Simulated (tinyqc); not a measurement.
## Read current of a NAND string, cells in series solved by shooting: read current against the number of cells

Cells in series, numbered from 0 at the source line (0 V) to the bit line, each followed by a gap resistance Rg. A cell with gate Vg, threshold VT, source Vs and drain Vd passes I = 2 nf K Vt^2 [F(Vs) - F(Vd)]/(1 + th max(Vg - VT, 0)), F(V) = ln^2(1 + exp((Vg - VT - nf V)/(2 nf Vt))). The selected cell has Vg = Vr, the others Vg = Vp.

For a trial current I start at 0 V and, cell by cell, solve for the drain: sqrt(F(Vd)) = sqrt(F(Vs) - I/k), k = 2 nf K Vt^2/(1 + th max(Vg - VT, 0)), Vd = [Vg - VT - 2 nf Vt ln(exp(sqrt F) - 1)]/nf, then add I Rg. The string current is the I for which the last node reaches Vbl. The apparent threshold is the Vr at which I = Is. Background: all other cells erased (VT = Ve) or all in the highest state (VT = Vh); ratio and shift are high over erased and high minus erased. The selected cell is in the middle, cell n/2.

Values chosen for this exercise; values of the order met in vertical NAND strings:
- T = 300 K (temperature)
- K = 19 uA/V^2 (gain factor of a cell)
- nf = 1.4 (slope factor)
- th = 0.1 1/V (mobility reduction factor)
- Rg = 3.1 kohm (resistance of the gap between cells)
- Vbl = 0.4 V (bit-line voltage)
- Vp = 7.8 V (pass voltage)
- Ve = -2 V (threshold of an erased cell)
- Vh = 4 V (threshold of the highest state)
- Vx = 0.6 V (threshold of the selected cell)
- Is = 10 nA (sensing current)
- Vr = 1.89 V (read voltage on the selected word line)

Constants: q = 1.602176634e-19 C, kB = 1.380649e-23 J/K, Vt = kB T/q. Results are converted to the units shown.

Results:
```
n,"I, others erased (uA)","I, others high (uA)",ratio,"apparent VT, erased (V)","apparent VT, high (V)",background shift (mV)
8,2.483,1.750,0.7046,0.5749,0.5754,0.4750
16,1.465,0.9569,0.6531,0.5757,0.5766,0.9503
32,0.8040,0.5015,0.6238,0.5772,0.5791,1.902
64,0.4225,0.2569,0.6081,0.5803,0.5841,3.809
128,0.2167,0.1300,0.6000,0.5864,0.5941,7.637
192,0.1457,0.08704,0.5973,0.5926,0.6041,11.50
```

Estimate the missing row, n = 96.

Computed row:
```
n,"I, others erased (uA)","I, others high (uA)",ratio,"apparent VT, erased (V)","apparent VT, high (V)",background shift (mV)
96,0.2865,0.1727,0.6027,0.5834,0.5891,5.720
```

With this row back in the table: With erased neighbours the current falls from 2.48 to 0.146 uA, as n^(-0.76) between the first two rows and n^(-0.98) between the last two (-1 once the series resistance rules). The ratio falls from 0.705 to 0.597 and the background shift rises from 0.475 to 11.5 mV.

Computed by the program tinyqc: `OMP_NUM_THREADS=1 python tinyqc.py 2142008 2142009 out.jsonl`, one thread of a shared Intel Xeon 2.30GHz, about 0.7 s for the whole run.
